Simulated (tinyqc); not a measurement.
Two coupled magnetic layers: synthetic antiferromagnet, spin flop, exchange bias and magnetoresistance: one step, computed by the program tinyqc. Command: `OMP_NUM_THREADS=1 python tinyqc.py 3023038 3023039 out.jsonl saf walk`. One thread of a shared host (Intel(R) Xeon(R) Processor @ 2.30GHz), about 0.2 s of CPU time with the checks.

Moments lie in the plane at the angles p1, p2 from the field. Energy per area: E = J1 cos(p1 - p2) + J2 cos^2(p1 - p2) - B M_s (t1 cos p1 + t2 cos p2) + K (t1 cos^2 p1 + t2 cos^2 p2).

Task: Saturation field. The parallel state is stable while the Hessian at p1 = p2 = 0 is positive: with c = J1 + 2 J2 and u = B M_s - 2K, (u t1 - c)(u t2 - c) > c^2, so B_sat M_s = c (1/t1 + 1/t2) + 2K. B_K = 2K/M_s.

Inputs (values chosen for the exercise, for a model stack):
```
quantity                          value    unit
saturation magnetisation M_s       1250    kA/m
thickness t1                        2.2      nm
thickness t2                        2.2      nm
antiferromagnetic coupling J1      0.16  mJ/m^2
biquadratic coupling J2          0.0075  mJ/m^2
in-plane anisotropy K               0.8  kJ/m^3
field over the saturation field    0.44       -
```

Field direction: along the hard axis.

Give: exchange field c (1/t1 + 1/t2)/M_s; B_K; saturation field B_sat; applied field B.

Result:

exchange field c (1/t1 + 1/t2)/M_s = 127.27 mT

B_K = 1.28 mT

saturation field B_sat = 128.55 mT

applied field B = 56.5632 mT
